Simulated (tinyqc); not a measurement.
Configuration-coordinate model of a defect: Huang-Rhys factor and luminescence line shape: one step, computed by the program tinyqc. Command: `OMP_NUM_THREADS=1 python tinyqc.py 3005036 3005037 out.jsonl ccline walk`. One thread of a shared host (Intel(R) Xeon(R) Processor @ 2.30GHz), about 0.01 s of CPU time with the checks.

Ground state E_g(Q) = (1/2) omega_g^2 Q^2; excited state E_e(Q) = E_0 + (1/2) omega_e^2 (Q - dQ)^2 with omega_e = omega_g and E_0 = E_ZPL. Q is mass-weighted; the dipole does not depend on Q (Condon approximation).

Task: Emission lines at zero temperature. From the lowest excited level the line to ground level n lies at E_ZPL - n hbar omega_g with Franck-Condon weight exp(-S) S^n/n!; the emitted intensity carries a further factor E^3. S = S_g; up to eleven lines, of positive energy only, from n = max(0, integer part of S - 5).

Inputs (values chosen for the exercise, for a model defect): zero-phonon energy E_ZPL = 1.16 eV; ground-state phonon hbar omega_g = 17.4 meV.

Modes: equal frequencies in both states.

S_g = 1.198975

Give: Lines.

Result:

Lines:
```
n,energy (eV),weight,intensity / largest
0,1.1600,3.015e-01,8.727e-01
1,1.1426,3.615e-01,1.000e+00
2,1.1252,2.167e-01,5.725e-01
3,1.1078,8.661e-02,2.184e-01
4,1.0904,2.596e-02,6.242e-02
5,1.0730,6.225e-03,1.426e-02
6,1.0556,1.244e-03,2.714e-03
7,1.0382,2.131e-04,4.422e-04
8,1.0208,3.193e-05,6.299e-05
9,1.0034,4.254e-06,7.970e-06
10,0.9860,5.101e-07,9.067e-07
```

The weight peaks at n = 1 and the intensity at n = 1.
